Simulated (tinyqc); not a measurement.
# Double-gate transistor below threshold, two-dimensional Poisson equation on a small mesh, step by step

Program tinyqc, `OMP_NUM_THREADS=1 python tinyqc.py 2480111 2480112 out.jsonl`; Intel Xeon 2.30GHz, shared host, one thread, about 0.2 s. Printed values are rounded.

Half of a symmetric double-gate structure: row 0 is the mid-plane of the body, where the normal field vanishes. Mobile charge is neglected (subthreshold), the body is fully depleted, and potentials are counted from the intrinsic level; rows run upward to the gate, columns from source to drain.

Inputs (values chosen for the exercise); semiconductor permittivity close to that of silicon:

| symbol | value | unit | meaning |
|---|---|---|---|
| T | 293 | K | temperature |
| eps_r | 11.6 |  | relative permittivity of the semiconductor |
| eox | 7.5 |  | relative permittivity of the insulator |
| tb | 6 | nm | half the body thickness |
| tox | 1.6 | nm | insulator thickness |
| L | 40 | nm | channel length |
| Na | 3.4e17 | cm^-3 | acceptor density of the depleted body |
| Vbi | 0.49 | V | potential of the source |
| Vfb | -0.03 | V | gate offset |
| Vg | 0.05 | V | gate voltage |
| Vd | 1 | V | drain voltage |

Constants: q = 1.602176634e-19 C, kB = 1.380649e-23 J/K, Vt = kB T/q, eps0 = 8.8541878128e-14 F/cm where lengths are in cm. Results are converted to the units shown.

## Coefficients of the five-point equations

Mesh: rows i = 0..3 in the semiconductor (step hs = tb/3, row 3 on the interface), then 2 step(s) ho = tox/2 up to the gate row 5; columns j = 0..7 (step hy = L/7). Box integration, divided by eps0: up_i = eps hy/h of the interval above row i, dn_i = that of the interval below (0 for row 0), lat_i = (sum of eps h/2 over the intervals above and below)/hy, s_i = -q Na w_i hy/eps0 with w_i the semiconductor height of the box (hs/2 for row 0 and the interface row, hs between, 0 in the insulator). Each free node obeys (up + dn + 2 lat) psi = up psi(above) + dn psi(below) + lat [psi(left) + psi(right)] + s.

```
row        up        dn    lat        s (V)
0    33.14286         0   2.03  -0.03515625
1    33.14286  33.14286   4.06  -0.07031250
2    33.14286  33.14286   4.06  -0.07031250
3    53.57143  33.14286  2.555  -0.03515625
4    53.57143  53.57143   1.05            0
```

## Iteration 1: over-relaxation sweep (omega = 1.2)

psi at the start (fixed values on the edges, free nodes at the gate value) (V):
```
            j=0       j=1       j=2       j=3       j=4       j=5       j=6       j=7
row 0  0.490000  0.080000  0.080000  0.080000  0.080000  0.080000  0.080000  1.490000
row 1  0.490000  0.080000  0.080000  0.080000  0.080000  0.080000  0.080000  1.490000
row 2  0.490000  0.080000  0.080000  0.080000  0.080000  0.080000  0.080000  1.490000
row 3  0.490000  0.080000  0.080000  0.080000  0.080000  0.080000  0.080000  1.490000
row 4  0.285000  0.080000  0.080000  0.080000  0.080000  0.080000  0.080000  0.785000
row 5  0.080000  0.080000  0.080000  0.080000  0.080000  0.080000  0.080000  0.080000
```

Free nodes: rows 0..4, columns 1..6, taken row by row from row 0, left to right. t = (up psi(above) + dn psi(below) + lat [psi(left) + psi(right)] + s)/(up + dn + 2 lat), with the newest neighbours; psi(new) = psi + 1.2 (t - psi).

psi after iteration 1 (V):
```
            j=0       j=1       j=2       j=3       j=4       j=5       j=6       j=7
row 0  0.490000  0.105712  0.080550  0.078902  0.078794  0.078787  0.171112  1.490000
row 1  0.490000  0.119456  0.081743  0.078393  0.078116  0.078094  0.219768  1.490000
row 2  0.490000  0.126802  0.082862  0.078195  0.077741  0.077699  0.245749  1.490000
row 3  0.490000  0.113502  0.081899  0.078822  0.078523  0.078495  0.198360  1.490000
row 4  0.285000  0.102079  0.081372  0.079323  0.079123  0.079104  0.157772  0.785000
row 5  0.080000  0.080000  0.080000  0.080000  0.080000  0.080000  0.080000  0.080000
```

## Iteration 2: over-relaxation sweep (omega = 1.2)

As before.

psi after iteration 2 (V):
```
            j=0       j=1       j=2       j=3       j=4       j=5       j=6       j=7
row 0  0.490000  0.142786  0.084659  0.077594  0.076856  0.082831  0.302572  1.490000
row 1  0.490000  0.156513  0.087443  0.077300  0.076053  0.088424  0.351355  1.490000
row 2  0.490000  0.155344  0.088102  0.077537  0.076107  0.093623  0.347244  1.490000
row 3  0.490000  0.134684  0.085417  0.078367  0.077431  0.088981  0.273446  1.490000
row 4  0.285000  0.110144  0.083253  0.079202  0.078644  0.086346  0.186487  0.785000
row 5  0.080000  0.080000  0.080000  0.080000  0.080000  0.080000  0.080000  0.080000
```

## Course of the iteration: over-relaxation sweep (omega = 1.2)

Stop when the largest change of psi is below 1e-7 V, or after 400 iterations. Fixed values: gate row Vg - Vfb; column 0 at Vbi and the last column at Vbi + Vd in the semiconductor, each running linearly to Vg - Vfb across the insulator.

Course of the iteration:
```
iteration  psi at row 0, j = 3 (V)  largest |change| of one entry (V)
1                       0.07890200                              0.166
2                       0.07759406                              0.132
3                       0.07703906                              0.116
4                       0.07743969                             0.0766
5                       0.07861915                             0.0531
6                       0.08059628                             0.0330
7                       0.08325399                             0.0221
8                       0.08639866                             0.0171
9                       0.08976793                             0.0130
...                            ...                                ...
54                       0.1149304                            5.13e-7
55                       0.1149308                            4.12e-7
56                       0.1149311                            3.31e-7
57                       0.1149314                            2.66e-7
58                       0.1149316                            2.14e-7
59                       0.1149318                            1.72e-7
60                       0.1149319                            1.38e-7
61                       0.1149320                            1.11e-7
62                       0.1149321                            8.92e-8
```

Converged in 62 iterations. At the end each change is about 0.80 times the one before: linear convergence.

## Barrier, swing and barrier lowering

converged psi (V):
```
            j=0       j=1       j=2       j=3       j=4       j=5       j=6       j=7
row 0  0.490000  0.242393  0.138348  0.114932  0.150793  0.285802  0.655401  1.490000
row 1  0.490000  0.234661  0.134470  0.112363  0.145780  0.272495  0.627981  1.490000
row 2  0.490000  0.210044  0.123149  0.105112  0.131461  0.233284  0.540632  1.490000
row 3  0.490000  0.163899  0.105514  0.094546  0.110017  0.171017  0.376756  1.490000
row 4  0.285000  0.123238  0.092999  0.087405  0.095236  0.126248  0.232747  0.785000
row 5  0.080000  0.080000  0.080000  0.080000  0.080000  0.080000  0.080000  0.080000
```

d psi/dVg on row 0: j=0 0.0000000, j=1 0.5824745, j=2 0.8383386, j=3 0.9239871, j=4 0.9239871, j=5 0.8383386, j=6 0.5824745, j=7 0.0000000
d psi/dVd on row 0: j=0 0.000000, j=1 0.002259, j=2 0.007104, j=3 0.020076, j=4 0.055937, j=5 0.154558, j=6 0.415267, j=7 1.000000

The barrier is read along row 0, the path farthest from the gate. Take the node j of lowest psi: barrier Vbi - psi_j; swing Vt ln 10/(d psi_j/dVg); DIBL = (d psi_j/dVd)/(d psi_j/dVg). The derivatives solve the same equations with s = 0 and a unit change of that voltage.

j = 3
barrier = 0.3750675 V
swing = 62.92023 mV/decade
DIBL = 21.72798 mV/V

A mesh of 12, 8 and 80 steps (semiconductor, insulator, channel) gives a barrier of 0.383 V, a swing of 62.4 mV a decade and a DIBL of 16.7 mV/V; the small mesh puts the barrier 2.1 % below that.
